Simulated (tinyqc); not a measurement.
Gas flow in a process chamber: flow regimes, conductance, effective pumping speed, pump-down, outgassing and purge. Which input was changed? Computed by tinyqc, a small Python program. Command: `OMP_NUM_THREADS=1 python tinyqc.py 3121493 3121494 out.jsonl pump which`. One thread of a shared host (Intel(R) Xeon(R) Processor @ 2.30GHz), about 0.03 s of CPU time with the checks.

Ideal gas, isothermal flow, a pump of constant speed at the end of a round pipe; process gas, volume gas and outgassing are given the same properties. 1 sccm = 101325 Pa x 1e-6 m^3/60 s x T/273.15 K.

Inputs (values chosen for the exercise, modelled on hydrogen near room temperature):
```
quantity            value           unit
molar mass M        2.016          g/mol
molecular diameter   0.27             nm
viscosity eta         8.9  micropascal s
temperature T         293              K
chamber volume V       69              L
pipe diameter d        10             cm
pipe length l         320             cm
pump speed S          140            L/s
process gas flow     1800           sccm
```

Constants: k_B = 1.380649e-23 J/K; u = 1.6605390666e-27 kg.

Method:
- Mean speed c = sqrt(8 k_B T/(pi m)); aperture conductance C_a = c pi d^2/16; molecular pipe C_m = C_a/(1 + 3 l/(4 d)) (Dushman form); viscous pipe C_v = pi d^4 p_mean/(128 eta l); Knudsen interpolation C = C_v + C_m (1 + x)/(1 + 1.24 x), x = d p_mean sqrt(m/(k_B T))/eta.
- Effective speed 1/S_eff = 1/S + 1/C_m; time constant V/S_eff; pressure at which the free path k_B T/(sqrt2 pi d_m^2 p) equals d.
- Steady flow: the pump inlet is at p_2 = Q/S, and the chamber pressure p_1 solves Q = C((p_1 + p_2)/2) (p_1 - p_2). Residence time = p_1 V/Q.
- Knudsen number = free path at the mean pressure over d.

Question. One of these inputs alone was changed, within the range given: molar mass M (1.008 to 4.032); chamber volume V (34.5 to 138); pump speed S (70 to 280); process gas flow (900 to 3600). Which one, and to what value?

Results:
```
run     conductance C (L/s)  chamber pressure p_1 (Pa)  S_eff in molecular flow (L/s)
before             2182.698                   24.78423                       69.43890
after              2547.674                   28.91249                       63.56120
```

Answer.

Each candidate set to reproduce conductance C, and what it then gives:
```
candidate                range searched  value needed  chamber pressure p_1 (Pa)  S_eff in molecular flow (L/s)
molar mass M (g/mol)     1.008 to 4.032  out of reach                          -                              -
chamber volume V (L)        34.5 to 138     no effect                          -                              -
pump speed S (L/s)            70 to 280         118.0                     28.912                         63.561
process gas flow (sccm)     900 to 3600          2127                     29.029                         69.439
```

Only pump speed S fits every result: it went from 140 to 118 L/s. The next best candidate, process gas flow, misses one result by 9.2 %.
